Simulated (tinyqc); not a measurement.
Adsorption as a lattice gas: isotherms with interactions, competition, desorption peaks and saturation dose: one step, computed by the program tinyqc. Command: `OMP_NUM_THREADS=1 python tinyqc.py 3025696 3025697 out.jsonl adsorb walk`. One thread of a shared host (Intel(R) Xeon(R) Processor @ 2.30GHz), about 0.2 s of CPU time with the checks.

One adsorbate per site; a molecule needs 1 empty site. Gas and surface have the same temperature.

Question. Flux and the Langmuir coverage. Flux F = p/sqrt(2 pi M k_B T); k_d = nu exp(-E/(k_B T)); s0 F (1 - theta) = N_s k_d theta, so y = s0 F/(N_s k_d), theta = y/(1 + y). With a second gas on the same sites theta = y/(1 + y + K_B p_B).

Inputs (values chosen for the exercise, for a model surface): desorption energy E = 1.36 eV; prefactor nu = 1.5e+13 1/s; site density N_s = 10 1/nm^2; molecular mass M = 17.9 u; sticking coefficient s0 = 0.13; temperature T = 646 K; pressure p = 0.18 Pa; blocking by a second gas, K_B p_B = 0.072.

Adsorption: molecular (first order).

Constants: u = 1.6605390666e-27 kg; k_B = 1.380649e-23 J/K; k_B = 8.617333262e-05 eV/K.

Give: flux F; k_d; y; Langmuir coverage; coverage with the second gas.

Answer.

flux F = 4410 1/(nm^2 s)

k_d = 368.2 1/s

y = 0.1557

Langmuir coverage = 0.1347

coverage with the second gas = 0.1268
